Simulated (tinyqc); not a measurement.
# Worked calculation: planar ballistic transistor, top-of-the-barrier model

Computed by the program tinyqc: `OMP_NUM_THREADS=1 python tinyqc.py 2400003 2400004 out.jsonl`, one thread of a shared Intel Xeon 2.30GHz, about 0.01 s for the whole run. Printed values are rounded.

At the top of the source barrier, states moving towards the drain are filled by the source (Fermi level 0) and states moving back by the drain (Fermi level -q Vd); nothing scatters. U is the shift of the band edge there, set by the capacitances CG, CD and CS (the total) and by the charge. Parabolic two-dimensional band; the source is grounded.

Inputs (values chosen for the exercise); mass and valleys close to those of indium arsenide:
```
symbol   value  unit                                                                 meaning
T          300     K                                                             temperature
m       0.0295    m0                                                          effective mass
gv           1                                                             valley degeneracy
eox        3.9                                   relative permittivity of the gate insulator
tox        2.1    nm                                                     insulator thickness
aG        0.96                                                            gate control CG/CS
aD       0.021                                                           drain control CD/CS
E0        0.25    eV  band edge at the barrier top above the source Fermi level at zero bias
Vg         0.4     V                                                            gate voltage
Vd         0.1     V                                                           drain voltage
```

Constants: q = 1.602176634e-19 C, kB = 1.380649e-23 J/K, hbar = 1.054571817e-34 J s, m0 = 9.1093837015e-31 kg, Vt = kB T/q, eps0 = 8.8541878128e-14 F/cm where lengths are in cm. Results are converted to the units shown.

## Density of states, capacitances and charge at zero bias

N0 = gv m kB T/(pi hbar^2), CG = eps0 eox/tox, vT = sqrt(2 kB T/(pi m)), CS = CG/aG, n0 = n at U = 0 and Vd = 0. eta1 = -(E0 + U)/Vt, eta2 = eta1 - Vd/Vt, n = (N0/2)[F_0(eta1) + F_0(eta2)], F_0(x) = ln(1 + exp x). UL = -(aG Vg + aD Vd).

N0 = 3.185762e11 cm^-2
CG = 1.644349 uF/cm^2
CS = 1.712864 uF/cm^2
n0 = 2.010872e7 cm^-2
UL = -0.3861 eV

## Iteration 1: self-consistent potential at the barrier top

U at the start (U = UL) = -0.3861 eV

eta1 = -(E0 + U)/Vt, eta2 = eta1 - Vd/Vt, n = (N0/2)[F_0(eta1) + F_0(eta2)], F_0(x) = ln(1 + exp x). U(out) = UL + q (n - n0)/CS. Newton step: U(new) = U + (U(out) - U)/(1 + CQ/CS), CQ = (q/Vt) dn/d(eta1) with both F' summed; F_0'(x) = 1/(1 + exp(-x)).

eta1 = 5.264583
eta2 = 1.396410
n = 1.097062e12 cm^-2
U(out) = -0.2834850 eV
CQ = 1.773451 uF/cm^2
U after iteration 1 = -0.3356842 eV

## Iteration 2: self-consistent potential at the barrier top

As before.

eta1 = 3.314412
eta2 = -0.5537610
n = 6.059702e11 cm^-2
U(out) = -0.3294207 eV
CQ = 1.312873 uF/cm^2
U after iteration 2 = -0.3321384 eV

## Course of the iteration: self-consistent potential at the barrier top

Stop when U changes by less than 1e-9 eV, or after 90 iterations.

Course of the iteration:
```
iteration      U (eV)  |change| (eV)
1          -0.3356842         0.0504
2          -0.3321384        3.55e-3
3          -0.3321172        2.12e-5
4          -0.3321172       7.49e-10
```

Converged in 4 iterations. At the end the number of correct digits about doubles with each step.

## Current, mean velocity and share of the gate voltage

converged U = -0.3321172 eV

N0 = gv m kB T/(pi hbar^2), CG = eps0 eox/tox, vT = sqrt(2 kB T/(pi m)), CS = CG/aG, n0 = n at U = 0 and Vd = 0. eta1 = -(E0 + U)/Vt, eta2 = eta1 - Vd/Vt, n = (N0/2)[F_0(eta1) + F_0(eta2)], F_0(x) = ln(1 + exp x). I = q (N0/2) vT [F_(1/2)(eta1) - F_(1/2)(eta2)] per width, F_(1/2)(x) = (2/sqrt(pi)) int_0^infinity u^(1/2)/(1 + exp(u - x)) du. Mean velocity I/(q n). CQ = (q/Vt) dn/d(eta1); the band edge follows the gate as -dU/dVg = aG/(1 + CQ/CS).

eta1 = 3.176436
n = 5.771420e11 cm^-2
I = 350.9257 uA/um
mean velocity = 3.795090e7 cm/s
CQ = 1.277011 uF/cm^2
-dU/dVg = 0.5499727 eV/V

The carriers from the source are degenerate (eta1 = 3.18), and the mean velocity is 1.21 times vT = sqrt(2 kB T/(pi m)) = 3.13e7 cm/s. The drain fills a good part of the returning states, which lowers the mean.
